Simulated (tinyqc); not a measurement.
Inside a calculation. Method: Hubbard ring of 4 sites. One step of it, computed by the program tinyqc.

Question. Mean-field iteration 2. H(up) = T + U n(down), H(down) = T + U n(up); fill the lowest levels; n(new) = n + mixing (n(out) - n); E = tr T (rho up + rho down) + U sum n_up n_down of the output.

one-body matrix (hopping and site energies) (eV):
```
,1,2,3,4
1,0.000000,-1.130000,0.000000,-1.130000
2,-1.130000,0.000000,-1.130000,0.000000
3,0.000000,-1.130000,0.000000,-1.130000
4,-1.130000,0.000000,-1.130000,0.000000
```

U = 0.600000 eV

electrons, up and down: 1  1

mixing = 0.500000

n(up) after iteration 1: 1 0.486565, 2 0.113435, 3 0.486565, 4 0.113435

n(down) after iteration 1: 1 0.113435, 2 0.486565, 3 0.113435, 4 0.486565

Give: levels, up; levels, down; energy; n(up) after iteration 2; n(down) after iteration 2.

Answer.

levels, up (eV): -2.0828  0.0681  0.2919  2.4428

levels, down (eV): -2.0828  0.0681  0.2919  2.4428

energy = -4.3648 eV

n(up) after iteration 2: 1 0.3745, 2 0.1755, 3 0.3745, 4 0.1755

n(down) after iteration 2: 1 0.1755, 2 0.3745, 3 0.1755, 4 0.3745
